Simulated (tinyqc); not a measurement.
From screening to the Mott criterion: hydrogenic impurity: series, fields, screening, photoionisation and donor-acceptor pairs. Computed by tinyqc, a small Python program. Command: `OMP_NUM_THREADS=1 python tinyqc.py 3030640 3030641 out.jsonl hydrogenic walk`. One thread of a shared host (Intel(R) Xeon(R) Processor @ 2.30GHz), about 0.01 s of CPU time with the checks.

One isotropic, parabolic band. Effective units: Ry* and a*, in which H = -nabla^2 - 2/r.

Inputs (values chosen for the exercise, modelled on germanium): electron mass m = 0.216 m_0; dielectric constant eps = 15.8; donor density N = 4e+17 cm^-3.

Parts treated: screening and pairs.

Constants: Ry = 13.605693123 eV; a_0 = 0.529177210903 angstrom; h x 1 THz = 4.135667696 meV.

Method:
- Ry* = Ry m/eps^2, a* = a_0 eps/m; level n is bound by Ry*/n^2; <r> = (3/2) a* in 1s; lines 1s -> np at Ry* (1 - 1/n^2); 1 THz = 4.135667696 meV.
- Thomas-Fermi screening by N free electrons of one valley, taken as a degenerate gas (the hypothesis that all donors are ionised): q a* = sqrt(4 k_F a*/pi), k_F = (3 pi^2 N)^(1/3).
- Screened potential -(2/r) exp(-q r). Basis exp(-zeta r), zeta_k = 0.02 x 1.6^k, k = 0..23: S = 2/s^3, T = zeta_i zeta_j S, V = -2/(s + q)^2 with s = zeta_i + zeta_j; overlap eigenvalues below 1e-11 are dropped.
- First order: 1 - 2 q a*. One exponent: the maximum over zeta of 8 zeta^3/(2 zeta + q)^2 - zeta^2 (golden section on 0.01 to 1.2).

a* = 38.7083 angstrom

Binding (Ry*):
```
N^(1/3) a*   N (cm^-3)    q a*  first order  one exponent    basis
0.0057      3.1931e+12  0.1498       0.7003       0.73112  0.73118
0.0170      8.4710e+13  0.2588       0.4825       0.56941  0.56979
0.0430      1.3709e+15  0.4116       0.1769       0.38250  0.38425
0.0860      1.0967e+16  0.5820      -0.1640       0.22112  0.22620
0.1400      4.7312e+16  0.7426      -0.4852       0.10864  0.11885
0.2100      1.5968e+17  0.9095      -0.8190       0.02833  0.04543
0.2900      4.2051e+17  1.0688      -1.1376       0.00000  0.00831
```

The binding falls from 0.731 to 0.008 Ry*. First order, a constant shift of the potential, overshoots and turns negative from q a* = 0.5. One exponent loses the state at q a* = 1 (N^(1/3) a* = 0.254, the classic form of the Mott criterion); the full basis keeps it to 1.19. The dilute rows are formal, since there the electrons are bound or non-degenerate.

Extremes, crossings and ranges named in words are read from the listed rows.
